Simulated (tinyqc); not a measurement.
Inside a calculation. Model: off-state leakage of single and stacked transistors.

Numbers from tinyqc (`OMP_NUM_THREADS=1 python tinyqc.py 2242113 2242114 out.jsonl`; about 0.03 s on one thread of a shared Intel Xeon 2.30GHz). Printed values are rounded.

n-channel devices of unit width. Subthreshold current I(Vg, Vs, Vd) = I0 (T/300 K)^0.5 exp[(Vg - Vs - VT(T) - gb (Vs - Vb) + dd (Vd - Vs))/(nf Vt)] (1 - exp(-(Vd - Vs)/Vt)), VT(T) = VT - cT (T - 300 K). Gate-edge tunnelling Ig (Vd/1 V) exp(ag (Vd - 1 V)), for a gate at 0 V, and band-to-band leakage Ab u exp(-Bb/u), u = Vd - Vb + 1 V, flow at a drain held at V; both are taken as independent of T. In a stack of off transistors (all gates at 0 V) the same subthreshold current passes through each.

Inputs (values chosen for the exercise); values of the order met in bulk silicon logic transistors:
- T = 398 K (temperature)
- V = 1 V (supply voltage)
- VT = 0.25 V (threshold at 300 K, zero drain and body bias)
- cT = 0.6 mV/K (fall of the threshold with temperature)
- I0 = 0.7 uA/um (current at threshold at 300 K)
- nf = 1.17 (slope factor)
- dd = 0.08 (drain-induced lowering per volt)
- gb = 0.18 (rise of the threshold per volt of source-body bias)
- Ig = 4e-6 uA/um (gate-edge tunnelling current at 1 V)
- ag = 5.7 1/V (exponential slope of the gate current)
- Ab = 300 uA/(um V) (prefactor of band-to-band leakage at the drain)
- Bb = 23 V (its exponential voltage)
- Vb = -0.6 V (body voltage)

Constants: q = 1.602176634e-19 C, kB = 1.380649e-23 J/K, Vt = kB T/q. Results are converted to the units shown.

## Leakage of one transistor

Vg = Vs = 0, Vd = V; effective threshold VT(T) - gb Vb - dd V.

effective threshold = 0.2192 V
parts (nA/um): subthreshold 3.42063, gate edge 0.004, band-to-band 112.269
total = 115.693 nA/um
shares (%): subthreshold 2.95663, gate edge 0.00345742, band-to-band 97.0399

The band-to-band part is the largest.

## Starting value

Vx = dd V/(1 + gb + 2 dd), the solution for Vx well above Vt, rounded to three decimals.

Vx at the start = 0.06 V

## Iteration 1: new Vx

Stack of two, Vx the node between them: I_low = I(0, 0, Vx), I_up = I(0, Vx, V), f = ln(I_up/I_low), f' = -(1 + gb + 2 dd)/(nf Vt) - 1/(Vt (exp(Vx/Vt) - 1)) - 1/(Vt (exp((V - Vx)/Vt) - 1)), Vx(new) = Vx - f/f'.

I_low = 0.433782 nA/um
I_up = 0.519872 nA/um
f = 0.181040
f' = -39.5302 1/V
Vx after iteration 1 = 0.0645798 V

## Iteration 2: new Vx

As before.

I_low = 0.449278 nA/um
I_up = 0.450239 nA/um
f = 0.00213576
f' = -38.6255 1/V
Vx after iteration 2 = 0.0646351 V

## Iteration 3: new Vx

As before.

I_low = 0.449458 nA/um
I_up = 0.449458 nA/um
f = 2.74847e-7
f' = -38.6156 1/V
Vx after iteration 3 = 0.0646351 V

## Course of the iteration

Stop when the step is below 1e-11 V, or after 40 iterations.

Course of the iteration:

| iteration | Vx before the step (V) | step (V) |
|---|---|---|
| 1 | 0.06 | 4.58e-3 |
| 2 | 0.0645798 | 5.53e-5 |
| 3 | 0.0646351 | 7.12e-9 |
| 4 | 0.0646351 | < 1e-15 |

Converged in 4 iterations. The subthreshold current of the stack is 0.4495 nA/um, 7.61 times less than that of one transistor (the drain leakage is unchanged); the estimate exp[dd V (1 + gb + dd)/((1 + gb + 2 dd) nf Vt)] gives 6.52.
